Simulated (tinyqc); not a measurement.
A ladder of methods, and size consistency: correlation methods against full CI in the sto-3g basis, for BeH2, spin multiplicity 1. Computed by the program tinyqc with PySCF. All electrons correlated; +Q is the Davidson correction (1 - c0^2) E_corr. The last columns treat two copies 100 angstrom apart as one system. FCI is the lowest singlet.

Geometry (angstrom):

| atom | x | y | z |
|---|---|---|---|
| Be | 0.0000 | 0.0000 | 0.0000 |
| H | 0.0000 | 1.4780 | 0.0000 |
| H | 0.0000 | -1.4460 | 0.0000 |

RHF energy of one = -15.540883 hartree

Correlation energies (hartree):

| method | E_corr of one | share of FCI (%) | E_corr of two at 100 angstrom | two minus twice one (mhartree) |
|---|---|---|---|---|
| MP2 | -0.02675 | 64.279 | -0.05350 | 0.000 |
| CISD | -0.04051 | 97.348 | -0.07845 | 2.569 |
| CISD+Q | -0.04188 | 100.646 | -0.08326 | 0.500 |
| CCSD | -0.04108 | 98.714 | -0.08215 | 0.000 |
| CCSD(T) | -0.04136 | 99.385 | -0.08271 | 0.000 |
| FCI | -0.04161 | 100.000 | - | - |

What does the comparison show, and why?

MP2 recovers 64 %, CISD 97.3 % and CCSD 98.7 % of the FCI value (c0^2 = 0.966 in CISD). MP2 and coupled cluster are size consistent, so their last column vanishes; CISD loses 2.57 mhartree, since a double excitation on each copy is a quadruple of the pair, and the Davidson correction leaves +0.50.
